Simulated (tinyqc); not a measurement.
Ways to converge the cycle: SCF convergence aids in the sto-3g basis, for H4+, spin multiplicity 2. Computed by the program tinyqc with PySCF. UHF with one setting changed at a time; a run stops when the energy changes by less than 1e-09 hartree and the error matrix is below 1e-5. The start is random orbitals. Damping d keeps d of the old density; a shift (hartree) raises the virtual levels; DIIS n extrapolates F over n matrices.

Geometry (angstrom):
```
atom,x,y,z
H,0.0000,0.0000,0.0000
H,0.0000,0.0000,1.2140
H,0.0000,0.0000,2.6640
H,0.0000,0.0000,3.8780
```

lowest solution found by these runs and by PySCF with stability checks = -1.652670 hartree

Largest element of the error matrix X^T (FDS - SDF) X:
```
iteration,plain,damping 0.3,damping 0.6,shift 0.4,DIIS 3,DIIS 8
1,1.9e-01,1.9e-01,1.9e-01,1.9e-01,1.9e-01,1.9e-01
2,9.8e-02,8.6e-02,1.5e-01,2.1e-01,9.8e-02,9.8e-02
3,2.5e-02,4.3e-02,9.5e-02,7.6e-02,2.7e-02,2.7e-02
4,1.7e-02,2.4e-02,5.7e-02,3.7e-02,1.7e-02,1.7e-02
5,1.6e-02,1.6e-02,4.0e-02,2.4e-02,1.2e-02,1.2e-02
6,1.3e-02,1.6e-02,3.1e-02,1.7e-02,4.7e-03,2.6e-03
8,7.6e-03,1.2e-02,1.9e-02,1.4e-02,4.3e-04,4.4e-04
10,3.9e-03,8.7e-03,1.2e-02,1.2e-02,5.1e-05,1.7e-04
14,9.2e-04,3.7e-03,1.1e-02,7.3e-03,-,-
20,1.0e-04,8.8e-04,5.8e-03,2.5e-03,-,-
30,-,8.1e-05,1.7e-03,4.3e-04,-,-
45,-,-,2.4e-04,3.5e-05,-,-
60,-,-,3.5e-05,-,-,-
```

How each run ends:
```
run,iterations,E (hartree),state
plain,27,-1.65267,lowest found
damping 0.3,40,-1.65267,lowest found
damping 0.6,>60,-1.65267,"falls steadily but slowly, by a factor of about 0.88 a step"
shift 0.4,53,-1.65267,lowest found
DIIS 3,13,-1.65267,lowest found
DIIS 8,13,-1.65267,lowest found
```

What does the comparison show, and why?

5 of 6 runs reach the lowest solution found, in 13 to 53 iterations (fastest: DIIS 3, DIIS 8). Not converged: damping 0.6. Plain steps already contract here, so damping only slows them. DIIS 3 and DIIS 8 gain by cancelling the error over several earlier matrices, much as a quasi-Newton step does.
